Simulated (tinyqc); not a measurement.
Changing the wafer spacing s: thermal and gravitational stress in a wafer during furnace and rapid thermal processing, and the onset of slip. Computed by tinyqc, a small Python program. Command: `OMP_NUM_THREADS=1 python tinyqc.py 3000839 3000840 out.jsonl slip sweep`. One thread of a shared host (Intel(R) Xeon(R) Processor @ 2.30GHz), about 0.01 s of CPU time with the checks.

A thin free disc in plane stress, isotropic; T(r) = T_centre + dT (r/R)^n. Stress is positive in tension; sigma_SB = 5.670374419e-8 W/(m^2 K^4), g = 9.80665 m/s^2.

Inputs (values chosen for the exercise, for a model wafer):

| quantity | value | unit |
|---|---|---|
| wafer radius R | 150 | mm |
| thickness t | 775 | micrometre |
| Young's modulus E | 149 | GPa |
| expansion alpha | 4.35 | 1e-6/K |
| temperature T | 1400 | K |
| prefactor A of the critical stress | 0.00025 | MPa |
| energy U of the critical stress | 1.11 | eV |
| density rho | 2330 | kg/m^3 |
| heat capacity c | 938 | J/(kg K) |
| conductivity k | 27.9 | W/(m K) |
| ramp rate | 15 | K/min |

Constants: k_B = 8.617333262e-05 eV/K.

Method. Critical resolved stress tau_c = A exp(U/(k_B T)), a form chosen for the exercise; slip when 0.492799 |s_tt(R)| > tau_c; allowed |dT| = tau_c (n + 2)/(0.492799 n alpha E). In a stack heated from the rim, heat flows inward by conduction and by radiation between wafers: k_eff = k + (16/3) sigma_SB T^3 s^2/t (a diffusion estimate with the spacing as path length). A steady ramp gives the parabolic lag dT = rho c (ramp) R^2/(4 k_eff); the allowed ramp uses n = 2.

One run for each value:

| wafer spacing s (mm) | allowed ramp rate (K/min) | k_eff (W/(m K)) | lag of the centre (K) |
|---|---|---|---|
| 2.0 | 2.435 | 32.18 | 95.498 |
| 2.9 | 2.793 | 36.91 | 83.279 |
| 4.3 | 3.609 | 47.70 | 64.434 |
| 6.4 | 5.430 | 71.76 | 42.830 |
| 9.4 | 9.270 | 122.51 | 25.087 |
| 14.0 | 17.992 | 237.77 | 12.926 |
| 20.0 | 34.521 | 456.20 | 6.737 |
| 30.0 | 75.032 | 991.59 | 3.099 |

Describe and explain the trends.

Over the rows, allowed ramp rate (K/min) rises from 2.44 to 75.0 (exponent d ln y / d ln x 0.37 between the first rows and 1.9 between the last); k_eff (W/(m K)) rises from 32.2 to 992 (exponent d ln y / d ln x 0.37 between the first rows and 1.9 between the last); lag of the centre (K) falls from 95.5 to 3.10 (exponent d ln y / d ln x -0.37 between the first rows and -1.9 between the last). At the high end the exponent of allowed ramp rate is 1.91, close to 2: radiation rules.
